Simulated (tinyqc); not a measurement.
Worked calculation: Deal-Grove kinetics of thermal oxidation of silicon. Computed by tinyqc, a small Python program that keeps every step. Command: `OMP_NUM_THREADS=1 python tinyqc.py 3008001 3008002 out.jsonl oxide walk`. One thread of a shared host (Intel(R) Xeon(R) Processor @ 2.30GHz), about 0.06 s of CPU time with the checks. Intermediate numbers are printed to about 6 digits and carried at full precision; extremes and crossings named in words are read from the listed rows.

Oxidant diffuses through the oxide and reacts at the interface, so that dx/dt = B/(A + 2x) for the oxide thickness x.

Inputs (values chosen for the exercise, close to those used for silicon):

| quantity | value | unit |
|---|---|---|
| prefactor B0 | 809 | um^2/h |
| activation energy E_B | 1.23 | eV |
| prefactor (B/A)0 | 3.64e+06 | um/h |
| activation energy E_A | 2.01 | eV |
| temperature T | 975 | C |
| oxidant pressure p | 1 | atm |
| pressure exponent m of B/A | 0.71 | - |
| initial oxide x_i | 0.005 | um |
| time t | 0.88 | h |
| ratio c of the extra rate to B/A | 4.6 | - |
| decay length L | 0.005 | um |

Ambient: dry oxygen. Surface: (100). Extension: thin-film term.

Constants: k_B = 8.617333262e-05 eV/K.

## Rate constants

B = B0 p exp(-E_B/(k_B T)), B/A = (B/A)0 p^m exp(-E_A/(k_B T)), p in atm; A = B/(B/A). Temperatures in kelvin are T(C) + 273.15.

parabolic constant B = 0.00873889 um^2/h

linear constant B/A = 0.0278693 um/h

length A = 0.313567 um

Reaction at the interface limits growth while x is well below A/2 = 0.157 um, diffusion once x is well above it.

## Thickness after the oxidation

tau = (x_i^2 + A x_i)/B and x = (A/2) [sqrt(1 + 4 B (t + tau)/A^2) - 1], the root of x^2 + A x = B (t + tau). Silicon consumed is 0.44 times the oxide grown; the rate is B/(A + 2x).

tau = 0.182270 h

oxide thickness x = 0.0272386 um

silicon consumed = 0.00978498 um

final growth rate = 0.0237442 um/h

2x/A = 0.174: the interface reaction limits the rate.

## Full law against its linear and parabolic limits

Linear limit x = (B/A)(t + tau); parabolic limit x = sqrt(B (t + tau)).

Thickness (um):

| t (h) | full | linear limit | parabolic limit | 2x/A |
|---|---|---|---|---|
| 0.05 | 0.006345 | 0.006473 | 0.045053 | 0.04047 |
| 0.1 | 0.007679 | 0.007867 | 0.049666 | 0.04898 |
| 0.25 | 0.011617 | 0.012047 | 0.061462 | 0.07409 |
| 0.5 | 0.017983 | 0.019014 | 0.077216 | 0.11470 |
| 1 | 0.030066 | 0.032949 | 0.101645 | 0.19177 |
| 2 | 0.052146 | 0.060818 | 0.138096 | 0.33260 |
| 4 | 0.090460 | 0.116557 | 0.191176 | 0.57698 |
| 8 | 0.153192 | 0.228034 | 0.267402 | 0.97710 |
| 16 | 0.250643 | 0.450989 | 0.376052 | 1.59866 |
| 32 | 0.396225 | 0.896898 | 0.530318 | 2.52721 |

Both limits lie above the full result, since each drops one resistance. The linear law overshoots by 2.0 % in the first row and 130 % in the last, the parabolic law by 610 % and 34 %. The better limit switches between 8 and 16 h; both give the same value where B (t + tau) = A^2, at 2x/A = sqrt5 - 1 = 1.24.

## A single trial Runge-Kutta step of the thin-film equation

With f(x) = B/(A + 2x) + c (B/A) exp(-x/L) and h = L/(4 f(x_i)): k1 = f(x_i), k2 = f(x_i + h k1/2), k3 = f(x_i + h k2/2), k4 = f(x_i + h k3), x = x_i + h (k1 + 2 k2 + 2 k3 + k4)/6.

step h = 0.0168532 h

k1 to k4 (um/h): 0.0741697  0.0685242  0.0689299  0.0641995

x after the step = 0.00616084 um

## Thickness with the thin-film term

Thin-film (Massoud) form: dx/dt = B/(A + 2x) + c (B/A) exp(-x/L), integrated from x_i by fourth-order Runge-Kutta in 2000 steps, the i-th of length (2 i - 1) t/2000^2.

thickness with the thin-film term = 0.0318925 um

The extra term adds 4.65 nm to the Deal-Grove value.

## What the thin-film term adds

The formulas are those given above.

Thickness:

| t (h) | Deal-Grove (um) | with the term (um) | difference (nm) |
|---|---|---|---|
| 0.02 | 0.005539 | 0.006360 | 0.82124 |
| 0.05 | 0.006345 | 0.008068 | 1.72309 |
| 0.1 | 0.007679 | 0.010396 | 2.71736 |
| 0.3 | 0.012909 | 0.017196 | 4.28688 |
| 1 | 0.030066 | 0.034671 | 4.60503 |
| 3 | 0.072106 | 0.075904 | 3.79807 |
| 10 | 0.180207 | 0.182799 | 2.59116 |
| 30 | 0.380190 | 0.381820 | 1.62992 |

The gain reaches at most 4.61 nm among these rows, at 1 h, and then shrinks, because the thicker film grows more slowly once diffusion matters. If the base rate kept its starting value B/(A + 2 x_i), the gain would level off at L ln(1 + c (1 + 2 x_i/A) exp(-x_i/L)) = 5.05 nm.

Checks made by the program: closed form against Runge-Kutta integration of dx/dt (relative difference below 1e-10).
